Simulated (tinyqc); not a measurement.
Single-oscillator infrared dielectric function of a polar cubic crystal. Inputs raised by 10 %, one at a time. Computed by tinyqc, a small Python program. Command: `OMP_NUM_THREADS=1 python tinyqc.py 3025953 3025954 out.jsonl infrared sens`. One thread of a shared host (Intel(R) Xeon(R) Processor @ 2.30GHz), about 0.01 s of CPU time with the checks.

One ion pair, charges +Z* and -Z*, in a cell of volume Omega = a^3/4. Frequencies omega are given as wavenumbers (1/cm); eps_s is the static dielectric constant.

Inputs (values chosen for the exercise, modelled on indium arsenide):
```
quantity             value        unit
lattice constant a   6.058    angstrom
mass M_A            114.82           u
mass M_B             74.92           u
omega_TO               215        1/cm
Born charge Z*        2.54           e
eps_inf               12.3           -
carrier density N    6e+17      1/cm^3
carrier mass m*      0.026         m_0
carrier mobility     11000  cm^2/(V s)
```

Structure: zinc blende. Free carriers: present.

Constants: nu for 1 eV/(angstrom^2 u) = 15.6333042 THz; 1 THz = 33.35640952 1/cm; e^2/(4 pi eps_0) = 14.39964548 eV angstrom; e = 1.602176634e-19 C; eps_0 = 8.8541878128e-12 F/m; m_0 = 9.1093837015e-31 kg; c = 299792458 m/s.

Method:
- mu = M_A M_B/(M_A + M_B); ionic plasma term W^2 = 4 pi Z*^2 (e^2/(4 pi eps_0))/(Omega mu) in eV/(angstrom^2 u), turned into 1/cm by W = 15.6333042 x 33.35640952 x sqrt(W^2); omega_LO^2 = omega_TO^2 + W^2/eps_inf; eps_s = eps_inf + W^2/omega_TO^2; Szigeti charge 3 Z*/(eps_inf + 2); longitudinal (Callen) charge Z*/eps_inf.
- omega_p^2 = N e^2/(eps_0 eps_inf m*), gamma_p = e/(m* x mobility), both divided by 2 pi c (c in cm/s) to give 1/cm. m* is held constant, though in narrow-gap crystals it rises with N at high doping.
- Without damping eps(omega) = 0 gives omega^4 - (omega_LO^2 + omega_p^2) omega^2 + omega_p^2 omega_TO^2 = 0, with roots L- and L+.

Runs:
```
input moved                      from       to  omega_LO (1/cm)  eps_s  lower coupled mode L- (1/cm)  upper coupled mode L+ (1/cm)
base run                            -        -            237.6  15.03                         206.7                         426.6
lattice constant a (angstrom)   6.058   6.6638            232.2  14.35                         208.7                         422.7
mass M_A (u)                   114.82  126.302            236.9  14.93                         207.0                         426.1
mass M_B (u)                    74.92   82.412            236.4  14.88                         207.2                         425.8
omega_TO (1/cm)                   215    236.5            257.2  14.55                         226.8                         427.8
Born charge Z* (e)               2.54    2.794            242.1  15.60                         205.2                         429.9
eps_inf                          12.3    13.53            235.7  16.26                         206.5                         407.3
carrier mass m* (m_0)           0.026   0.0286            237.6  15.03                         205.7                         408.8
```

Exponents ln(y'/y) / ln(x'/x):
```
input               omega_LO   eps_s  lower coupled mode L-  upper coupled mode L+
lattice constant a    -0.242  -0.484                  0.097                 -0.097
mass M_A              -0.034  -0.069                  0.014                 -0.014
mass M_B              -0.053  -0.105                  0.021                 -0.021
omega_TO               0.832  -0.336                  0.971                  0.029
Born charge Z*         0.196   0.392                 -0.080                  0.080
eps_inf               -0.087   0.826                 -0.014                 -0.486
carrier mass m*        0.000   0.000                 -0.053                 -0.447
```

Among the inputs moved here: omega_LO answers most in size to omega_TO (exponent +0.832), next to lattice constant a (-0.242); its exponent is below 0.0005 for carrier mass m*. eps_s answers most in size to eps_inf (exponent +0.826), next to lattice constant a (-0.484); its exponent is below 0.0005 for carrier mass m*. lower coupled mode L- answers most in size to omega_TO (exponent +0.971), next to lattice constant a (+0.097). Upper coupled mode L+ answers most in size to eps_inf (exponent -0.486), next to carrier mass m* (-0.447).
